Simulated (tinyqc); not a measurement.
Worked calculation: k.p values derived from sp3s* tight binding at Gamma. Values are carried at full precision from step to step, so a last printed digit may differ when a step is redone from the rounded ones.

At Gamma the states are two-level mixtures: s-like S+ (upper) and S- (lower) from [[Esa, Vss], [Vss, Esc]], p-like P- (valence) and P+ from [[Epa, Vxx], [Vxx, Epc]], and the bare s* levels. With real k in 1/angstrom and kz = 0, the phase sums over the four bonds are g0 = 1 - (a k/4)^2/2, g1 = i a kx/4, g3 = -(a/4)^2 kx ky to second order. Each mixture is written (anion, cation) with the anion part positive. c = hbar^2/2m0. No spin-orbit coupling.

Constants: hbar^2/2m0 = 3.80998211 eV angstrom^2.

Inputs chosen for the exercise (near a published set for GaAs, fitted to gaps, whose masses and valley positions are rough; not measured data): Esa = -8.307 eV (s level of the anion); Esc = -2.624 eV (s level of the cation); Epa = 1.038 eV (p level of the anion); Epc = 3.702 eV (p level of the cation); Vss = -6.43 eV (s-s); Vxx = 1.96 eV (px-px); a = 5.653 angstrom (lattice constant); Vsapc = 4.437 eV (s anion, p cation); Vscpa = 5.699 eV (s cation, p anion); Vxapc = 4.872 eV (s* anion, p cation); Vpaxc = 4.858 eV (p anion, s* cation); Exa = 8.661 eV (s* level of the anion); Exc = 6.652 eV (s* level of the cation); Vxy = 5.103 eV (px-py).

## States at Gamma

Solve the two blocks.

States:
```
state    E (eV)  anion part  cation part
S-     -12.4954     0.83792      0.54580
P-       0.0002     0.88376     -0.46793
S+       1.5644     0.54580     -0.83792
P+       4.7398     0.46793      0.88376
```

## Linear terms and the Kane energy

<s state|dH/dkx|x state> = i P with P = (a/4)(sa pc Vsapc + sc pa Vscpa), sa, sc and pa, pc being the parts of the two states; for s* on the anion P = (a/4) pc Vxapc, on the cation (a/4) pa Vpaxc. Ep = P^2/c for S+ to P-.

Couplings:
```
pair       P (eV angstrom)  E(first) - E(second) (eV)
S+ to P-           -7.5657                     1.5641
S+ to P+           -0.1332                    -3.1754
S- to P-            1.4264                   -12.4956
s*a to P-          -3.2219                     8.6608
s*c to P-           6.0675                     6.6518
```

Ep = 15.024 eV

The two terms of S+ to P- have the same sign and add: S+ and P- both change sign from anion to cation. An on-site momentum element between s and p, which real atoms have, is absent from this model.

## Electron mass

m0/m = [<S+|d2H/dkx^2|S+>/2 + sum P^2/(E(S+) - E(P))]/c over P- and P+, with the direct term -(a/4)^2 sa sc Vss.

parts of m0/m: direct -1.542, from P- 9.605, from P+ -0.001

mass = 0.1240 m0

The valence band supplies 119 % of m0/m; the direct term, which stands in for the free-electron 1, is -1.54. Sets of this kind were fitted to gaps and often give too heavy a mass, by up to a factor of two.

## Valence parameters L, M, N and the Luttinger values

Direct terms d0 = -(a/4)^2 pa pc Vxx, dN = -2 (a/4)^2 pa pc Vxy for P-. F = sum P^2/(E(P-) - E(s)) over S+, S-, s*a, s*c. The y state of P- couples to the z state of P+ through Q = (a/4) Vxy (pa p'c - pc p'a), primes for P+, and H1 = Q^2/(E(P-) - E(P+)). L = d0 + F, M = d0 + H1, N = dN + F + H1; g1 = -(L + 2M)/(3c), g2 = -(L - M)/(6c), g3 = -N/(6c).

d0, dN, F, Q, H1 (eV angstrom^2; Q in eV angstrom): 1.6189  8.4297  -43.1657  7.2118  -10.9737

L, M, N (eV angstrom^2): -41.547  -9.355  -45.710

g1, g2, g3: 5.272  1.408  2.000

Along [100] the masses without spin-orbit coupling are c/|L| = 0.092 (one band) and c/|M| = 0.407 (two bands).

## Checks

- Electron mass against a finite difference of the full bands: both 0.1240.
- L and M against finite differences along [100]: largest relative difference 2.2e-05.
- Lowest curvature along [111], (L + 2M + 2N)/3, against a finite difference: -50.559 against -50.557.

Computed by tinyqc, a small Python program: `OMP_NUM_THREADS=1 python tinyqc.py 1452049 1452050 out.jsonl` (the numbers bound the seed that draws the inputs); one thread of a shared host (Intel(R) Xeon(R) Processor @ 2.30GHz), about 0.01 s for the whole set of steps.
